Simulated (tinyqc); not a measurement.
Worked calculation: plane-wave Kohn-Sham cycle with exchange-only LDA in a layered model solid. Computed by tinyqc, a small Python program that keeps every step. Settings: points = 16, plane-wave index or count = 3, electrons = 2, k points = 3, area = 31.0, mixing = 0.3, iteration cap = 69. Command: `OMP_NUM_THREADS=1 python tinyqc.py 31226 31227 out.jsonl` (the two numbers bound the seeds that draw the settings). One thread of a shared host (Intel(R) Xeon(R) Processor @ 2.60GHz), about 0.02 s of CPU time with the checks.

A solid whose potential varies along x alone (atomic units):
```
parameter                      value
period a                   17.600000
cross-section of the cell  31.000000
electrons per cell                 2
grid points                       16
plane waves -n..n, n               3
k points                           3
V1 in V1 cos(2 pi x/a)     -0.300000
```

Stop when sqrt(dV sum R^2) is below 1e-8, dV = a A/N.

Course of the cycle:
```
iteration  E (hartree)  norm of the residual
1          -0.64042708              1.20e-01
2          -0.41897980              6.22e-02
3          -0.35744413              2.53e-02
4          -0.35433302              2.18e-02
5          -0.35348995              1.09e-02
6          -0.35309828              9.39e-03
7          -0.35295514              4.67e-03
8          -0.35288567              4.35e-03
9          -0.35285787              2.19e-03
10         -0.35284278              2.19e-03
11         -0.35283603              1.18e-03
...                ...                   ...
59         -0.40416577              8.47e-02
60         -0.40416571              8.47e-02
61         -0.40416570              8.47e-02
62         -0.40416569              8.47e-02
63         -0.40416568              8.47e-02
64         -0.40416567              8.47e-02
65         -0.40416567              8.47e-02
66         -0.40416567              8.47e-02
67         -0.40416566              8.47e-02
68         -0.40416566              8.47e-02
69         -0.40416566              8.47e-02
```

Can the last value be used, and what does the course show?

Not by the stop rule, although the second column moves by less than 1e-07 over the last three steps. Not converged within 69 iterations: the residual has stopped falling. Reruns (cap 100 unless said): mixing 0.1: not converged; mixing 0.5, Kerker q0 1.0: converged in 100 (E = -0.35283); mixing 0.3, Pulay depth 5: converged in 31 (E = -0.35283); the original settings with a cap of 400: not converged.
